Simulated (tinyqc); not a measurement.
Coherent transport through a tight-binding region between two chains, step by step. One step of it, computed by the program tinyqc.

Problem. Transmission at E = 0.09 eV. Surface Green function g = (E - i sqrt(4 t^2 - E^2)) / (2 t^2); self-energy tc^2 g on each contact site; G = (E - H - Sigma)^(-1); Gamma = -2 Im Sigma; T = Gamma_L Gamma_R |G_LR|^2; local density of states -Im G_ii / pi.

H of the central region (eV):
```
           1          2          3          4          5          6
1   0.000000  -2.230000   0.000000   0.000000   0.000000   0.000000
2  -2.230000   1.040000  -2.230000   0.000000   0.000000   0.000000
3   0.000000  -2.230000   1.040000  -2.230000   0.000000   0.000000
4   0.000000   0.000000  -2.230000   1.040000  -2.230000   0.000000
5   0.000000   0.000000   0.000000  -2.230000   1.040000  -1.590000
6   0.000000   0.000000   0.000000   0.000000  -1.590000   0.000000
```

Leads: semi-infinite chains with site energy 0:

| parameter | value |
|---|---|
| lead hopping t (eV) | 2.970000 |
| coupling to the left lead (eV) | 1.170000 |
| coupling to the right lead (eV) | 1.360000 |
| left contact site | 1 |
| right contact site | 6 |

E = 0.090000 eV

Give: g; G; local density of states; transmission.

Solution.

g = 0.0051-0.3367i 1/eV

G (1/eV):
```
                 1                2                3                4
1   0.2011-0.2453i   0.3902-0.0324i  -0.0349+0.2315i  -0.4051+0.1310i
2   0.3902-0.0324i  -0.0212-0.0794i   0.0491-0.0014i   0.0422+0.0788i
3  -0.0349+0.2315i   0.0491-0.0014i   0.0558-0.2321i   0.4231-0.0975i
4  -0.4051+0.1310i   0.0422+0.0788i   0.4231-0.0975i   0.1381-0.1204i
5  -0.1377-0.1757i  -0.0312+0.0350i   0.1244+0.1906i   0.0842+0.0462i
6   0.4859-0.2888i  -0.0778-0.0897i  -0.5190+0.2506i  -0.1433+0.1964i

                 5                6
1  -0.1377-0.1757i   0.4859-0.2888i
2  -0.0312+0.0350i  -0.0778-0.0897i
3   0.1244+0.1906i  -0.5190+0.2506i
4   0.0842+0.0462i  -0.1433+0.1964i
5  -0.0886-0.1709i   0.4580-0.1669i
6   0.4580-0.1669i   0.4747-0.3752i
```

local density of states (1/eV): 0.0781  0.0253  0.0739  0.0383  0.0544  0.1194

transmission = 0.3667
